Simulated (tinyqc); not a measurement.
What each parameter does: heterojunction of two tight-binding chains.

Left chain: hopping -t1, sites at 2 t1 (band bottom 0). Right chain: hopping -t2, sites at dE + 2 t2 (bottom dE). t = c/(m a^2), c = hbar^2/2m0. The bond across the interface is -tc with tc = f sqrt(t1 t2), and the last left site has the extra energy U. In a chain E = bottom + 2t (1 - cos(ka)); the surface Green function of a half chain is g = -exp(ika)/t, with Im k > 0 where cos(ka) > 1.

Constants: hbar^2/2m0 = 3.80998211 eV angstrom^2.

Inputs chosen for the exercise (masses and offset of the size met at InGaAs / InAlAs; the results hold for these values, not for the real material):
- a = 5.65 angstrom (site spacing)
- m1 = 0.044 m0 (mass on the left)
- m2 = 0.07 m0 (mass on the right)
- dE = 0.43 eV (band offset)
- f = 1 (factor on the interface hopping)
- U = 0 eV (extra energy on the last left site)
- E = 0.445 eV (electron energy)

T = 4 Im(S1) Im(S2) |G|^2 with G = 1/(E - 2 t1 - U - S1 - S2), S1 = -t1 exp(i k1 a), S2 = -(tc^2/t2) exp(i k2 a).

One parameter was then changed.

Results before and after:
```
case          T    k1 a    k2 a
base     0.6032  0.4079  0.0938
changed  0.6059  0.3255  0.0751
```

Which of these changes was made? (a) U = 0.2 eV; (b) a = 4.52 angstrom; (c) dE = 0.38 eV; (d) m2 = 0.084 m0; (e) m1 = 0.0528 m0; (f) f = 0.9.

Answer: (b) a = 4.52 angstrom. Of the candidates, run in turn, only this one gives the changed row.

All candidates:
```
case                    T    k1 a    k2 a
base               0.6032  0.4079  0.0938
m1 = 0.0528 m0     0.5672  0.4474  0.0938
m2 = 0.084 m0      0.6381  0.4079  0.1028
dE = 0.38 eV       0.8729  0.4079  0.1956
f = 0.9            0.5108  0.4079  0.0938
U = 0.2 eV         0.6182  0.4079  0.0938
a = 4.52 angstrom  0.6059  0.3255  0.0751
```

tinyqc: `OMP_NUM_THREADS=1 python tinyqc.py 1451283 1451284 out.jsonl`; about 0.01 s, one thread, shared Intel(R) Xeon(R) Processor @ 2.30GHz.
